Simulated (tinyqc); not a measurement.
Frenkel-Kontorova chain: a misfit dislocation (kink) in a monolayer on a periodic substrate: one step, computed by the program tinyqc.

E = sum_j [(k/2)(x_(j+1) - x_j - b)^2 + (W/2)(1 - cos(2 pi x_j/a))], x_j = a (j + u_j). A kink takes u from 0 to 1: the chain is stretched by one period and has one atom fewer than wells.

Task: Continuum limit. l0 = sqrt(k a^2/(2 W)); kink u(j) = (2/pi) arctan exp(pi j/l0); kink energy at f = 0: E0 = (4/pi) W l0; with misfit E0 - k a^2 f; kinks become favourable at f_c = 2/(pi l0), and a coherent chain with free ends loses stability at f_m = 1/l0. Lowest vibration of the flat chain: nu0 = 15.6333042 THz x sqrt(2 pi^2 W/(a^2 M)).

Inputs (values chosen for the exercise, for a model overlayer):
```
quantity              value           unit
spring constant k      2.11  eV/angstrom^2
substrate period a     3.89       angstrom
corrugation W           5.6             eV
misfit f = (b - a)/a   0.28              -
atomic mass M          62.5              u
```

Constants: nu for 1 eV/(angstrom^2 u) = 15.6333042 THz.

Give: kink width l0; kink energy E0; kink energy with misfit; critical misfit f_c; limit f_m; gap frequency nu0.

Result:

kink width l0 = 1.6884

kink energy E0 = 12.039 eV

kink energy with misfit = 3.0987 eV

critical misfit f_c = 0.37705

limit f_m = 0.59227

gap frequency nu0 = 5.3447 THz

f < f_c: the layer stays in register. Caution: a corrugation above 1 eV is larger than real overlayers usually show; it is chosen to keep the kink narrow. Caution: for l0 below about 3 the kink spans few atoms, and the continuum kink energy is off by about 2 per cent or more.
